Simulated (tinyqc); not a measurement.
# Thermal RC ladder, step response: effects of single changes

A ladder of 2 nodes: R_i joins node i to node i + 1, the last R to the ambient; C_i is the heat capacity of node i; theta is the rise above ambient, zero at t = 0. d theta/dt = -A theta + b with b = (Pw/C_1, 0, ...), times in ms.

Parameters, values chosen for the exercise: resistances, junction to ambient R = [1.2, 0.63] K/W; heat capacities of the nodes C = [0.39, 2.1] mJ/K; power at node 1 from t = 0 Pw = 2.7 W.

Each table varies one quantity; the others keep the values above.

## Single pulses of growing length

A = C^(-1) K, K_ii = 1/R_(i-1) + 1/R_i (no first term for node 1), K_(i,i+1) = K_(i+1,i) = -1/R_i. The time constants tau_k are the inverse eigenvalues of A; the rise of node 1 per watt is Z(t) = sum_k r_k (1 - exp(-t/tau_k)), with r_k = v_k1^2 tau_k/C_1 and v_k the unit eigenvectors of C^(-1/2) K C^(-1/2).

Result of one run:

| t (ms) | Z(t) (K/W) | Z/sum R | t/C_1 (K/W) | rise (K) |
|---|---|---|---|---|
| 0.33 | 0.6156 | 0.3364 | 0.8462 | 1.662 |

What becomes of these results when the pulse length t is changed from 0.33 to 1.5 ms, all else the same?

Result of the changed run:

| t (ms) | Z(t) (K/W) | Z/sum R | t/C_1 (K/W) | rise (K) |
|---|---|---|---|---|
| 1.5 | 1.359 | 0.7428 | 3.846 | 3.670 |

The whole series:

| t (ms) | Z(t) (K/W) | Z/sum R | t/C_1 (K/W) | rise (K) |
|---|---|---|---|---|
| 0.074 | 0.1756 | 0.09598 | 0.1897 | 0.4742 |
| 0.12 | 0.2719 | 0.1486 | 0.3077 | 0.7342 |
| 0.2 | 0.4195 | 0.2293 | 0.5128 | 1.133 |
| 0.33 | 0.6156 | 0.3364 | 0.8462 | 1.662 |
| 0.55 | 0.8591 | 0.4695 | 1.410 | 2.320 |
| 0.9 | 1.110 | 0.6068 | 2.308 | 2.998 |
| 1.5 | 1.359 | 0.7428 | 3.846 | 3.670 |
| 2.5 | 1.578 | 0.8622 | 6.410 | 4.260 |
| 4 | 1.728 | 0.9442 | 10.26 | 4.665 |
| 6.7 | 1.810 | 0.9890 | 17.18 | 4.887 |

Z rises from 0.176 to 1.81 K/W, against 1.83 K/W in the steady state. In the first row it is 7.4 % below t/C_1, the limit in which only the first heat capacity is charged. It passes half of the steady value at t = 0.9 ms among the rows.

## Pulse trains: peak against mean temperature

For pulses of length tp = 0.6 ms and period tp/D, the steady peak rise per watt is sum_k r_k (1 - exp(-tp/tau_k))/(1 - exp(-tp/(D tau_k))), and the mean is D sum R.

Pulse trains: peak against mean temperature:

| D | peak (K/W) | mean (K/W) | peak/mean | peak rise (K) |
|---|---|---|---|---|
| 0.01 | 0.9032 | 0.01830 | 49.36 | 2.439 |
| 0.02 | 0.9032 | 0.03660 | 24.68 | 2.439 |
| 0.05 | 0.9035 | 0.09150 | 9.874 | 2.439 |
| 0.1 | 0.9128 | 0.1830 | 4.988 | 2.465 |
| 0.2 | 0.9709 | 0.3660 | 2.653 | 2.621 |
| 0.3 | 1.053 | 0.5490 | 1.918 | 2.842 |
| 0.5 | 1.250 | 0.9150 | 1.366 | 3.374 |
| 0.8 | 1.590 | 1.464 | 1.086 | 4.292 |

The peak rises from 0.903 to 1.59 K/W, while its ratio to the mean falls from 49.4 to 1.09. In the first row the peak is within 0.01 % of that of a single pulse, 0.903 K/W.

Numbers from tinyqc (`OMP_NUM_THREADS=1 python tinyqc.py 2520147 2520148 out.jsonl`; about 0.01 s on one thread of a shared Intel Xeon 2.30GHz).
